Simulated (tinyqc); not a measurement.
## Strained alloy layer of GaSb and GaAs on (001) InP, model-solid band line-up: gaps, strain and offsets against composition

The layer is x parts of the first compound and 1 - x of the second, grown coherently on the third as substrate and barrier. Rows of the table: lattice constant a, average valence level Ea on an absolute scale, spin-orbit splitting so, gaps at Gamma, X and L, hydrostatic deformation potentials av and ac (Gamma), shear potential b, elastic constants, electron and heavy-hole (along z) masses. All are interpolated linearly in x; gaps get -C x (1 - x), taken wholly in the conduction band; real line-ups can differ from this model by 0.1 eV or more.

In-plane strain e = (a_substrate - a)/a, e_z = -2 (c12/c11) e, volume change 2 e + e_z. With v = 2 e + e_z and d = 2 b (e_z - e): Eav = Ea + av v; E_hh = Eav + so/3 - d/2; E_lh = Eav - so/6 + d/4 + sqrt(so^2 + so d + 9 d^2/4)/2; E_c = Ea + so/3 + EG + ac v (Gamma). Substrate: E_v = Ea + so/3, E_c = E_v + EG. Well depths: dEc = E_c(substrate) - E_c, dEhh = E_hh - E_v(substrate), dElh likewise; strained Gamma gap E_c - max(E_hh, E_lh); positive values confine carriers in the layer. Matthews-Blakeslee for 60-degree dislocations in a single layer: hc = k (ln(hc/bv) + 1), k = bv (1 - nu/4)/(4 pi |e| (1 + nu)), nu = c12/(c11 + c12), bv = a/sqrt(2); the larger root. The valence offset is the larger of dEhh and dElh; a dash marks |e| under 0.02 % or no root.

Inputs (values chosen for the exercise): bowing of the Gamma gap CG = 1.43 eV; bowing of the X gap CX = 1.2 eV; bowing of the L gap CL = 1.2 eV.

Binary compounds, values chosen for the exercise:
```
              close to GaSb  close to GaAs  close to InP
a (angstrom)          6.096          5.653         5.869
Ea (eV)               -6.25          -6.92         -7.04
so (eV)               0.756          0.342         0.109
EG (eV)               0.722           1.41          1.35
EX (eV)                1.03           1.93          2.17
EL (eV)               0.806           1.69          1.91
av (eV)                 0.8           1.15          1.26
ac (eV)                -6.8           -7.2         -4.99
b (eV)                -1.99           -1.7         -1.71
c11 (GPa)              88.6            118           100
c12 (GPa)              40.5           53.9          56.1
me (m0)              0.0386         0.0677        0.0796
mh (m0)               0.253           0.35         0.535
```

Results:
columns A: x; B: e (%); C: relaxed Gamma gap (eV); D: lower of X and L gaps (eV); E: strained Gamma gap (eV); F: E_hh - E_lh (meV); G: dEc (eV); H: valence offset (eV); I: hc (nm)
```
A           B       C       D       E       F         G       H     I
0.25    1.826  0.9699   1.244  0.7313  -138.6    0.1213  0.4974  4.13
0.31    1.359  0.8908   1.159  0.7163  -101.3    0.1154  0.5183  6.27
0.38   0.8187  0.8117   1.071  0.7085  -59.76   0.09632  0.5451  12.4
0.44   0.3605  0.7549   1.005  0.7103  -25.81   0.06939  0.5703  34.8
0.56  -0.5436  0.6724  0.8993  0.6998   37.40  -0.01370  0.6639  21.1
0.62  -0.9896  0.6465  0.8592  0.6957   66.74  -0.06988  0.7242  9.82
0.69   -1.505  0.6294  0.8234  0.7027   99.18   -0.1478  0.7951  5.61
0.75   -1.942  0.6259  0.8020  0.7189   125.6   -0.2251  0.8562  3.93
```

Estimate the missing row, x = 0.5.

Computed row:
columns A: x; B: e (%); C: relaxed Gamma gap (eV); D: lower of X and L gaps (eV); E: strained Gamma gap (eV); F: E_hh - E_lh (meV); G: dEc (eV); H: valence offset (eV); I: hc (nm)
```
A           B       C       D       E      F        G       H    I
0.5  -0.09362  0.7085  0.9480  0.7133  6.572  0.03271  0.6040  174
```

With this row back in the table: The relaxed Gamma gap falls from 0.970 to 0.626 eV and the strained one moves up and down between 0.696 and 0.731 eV. The lattice matches the substrate at x = 0.488; the heavy hole is on top where the layer is compressed (e < 0) and the light hole where it is stretched. dEc falls from 0.121 to -0.225 eV and the valence offset rises from 0.497 to 0.856 eV. At the largest strain listed, -1.94 %, strain changes the gap by 93.0 meV.

Program tinyqc, `OMP_NUM_THREADS=1 python tinyqc.py 2690124 2690125 out.jsonl`; Intel Xeon 2.30GHz, shared host, one thread, about 0.01 s.
